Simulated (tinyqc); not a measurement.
Nanosheet or nanowire with hard walls, valleys of the Si type: one step. Valley masses for a [110] channel. Three cases, with inputs chosen for the exercise.

Problem. Rotate w into the device axes and group equal valleys (|w_yz| counts); order by w_zz, then w_yy. 1/m_x = w_xx - w_xc w_c^-1 w_cx with c the block (y, z).

Six ellipsoidal valleys along the cube axes: inverse mass tensor w = 1/mt + (1/ml - 1/mt) a a^T with a the unit axis. Device axes: x along the channel, z = [001], y = z x x.

Case 1.

Values chosen (out of a larger set: near those of Si; not measured data): ml = 0.905 m0 (longitudinal mass); mt = 0.188 m0 (transverse mass); channel = 110 (transport direction x on a (001) wafer).

Case 2.

Values chosen (out of a larger set: near those of Si; not measured data): ml = 0.913 m0 (longitudinal mass); mt = 0.19 m0 (transverse mass); channel = 110 (transport direction x on a (001) wafer).

Case 3.

Values chosen (out of a larger set: near those of Si; not measured data): ml = 0.916 m0 (longitudinal mass); mt = 0.188 m0 (transverse mass); channel = 110 (transport direction x on a (001) wafer).

Give: Valleys.

Solution.

Case 1.

Valleys:
```
group  valleys g    w_yy    w_zz  |w_yz|  m_x (m0)
A              2  5.3191  1.1050  0.0000    0.1880
B              4  3.2121  5.3191  0.0000    0.5465
```

The lightest transport mass, 0.188 m0, belongs to group A.

Case 2.

Valleys:
```
group  valleys g    w_yy    w_zz  |w_yz|  m_x (m0)
A              2  5.2632  1.0953  0.0000    0.1900
B              4  3.1792  5.2632  0.0000    0.5515
```

The lightest transport mass, 0.190 m0, belongs to group A.

Case 3.

Valleys:
```
group  valleys g    w_yy    w_zz  |w_yz|  m_x (m0)
A              2  5.3191  1.0917  0.0000    0.1880
B              4  3.2054  5.3191  0.0000    0.5520
```

The lightest transport mass, 0.188 m0, belongs to group A.

Computed by tinyqc, one run a case: `OMP_NUM_THREADS=1 python tinyqc.py N N+1 out.jsonl` with N = 1250098, 1250308, 1250616; one thread of a shared Intel(R) Xeon(R) Processor @ 2.30GHz, about 0.03 s a run at most.
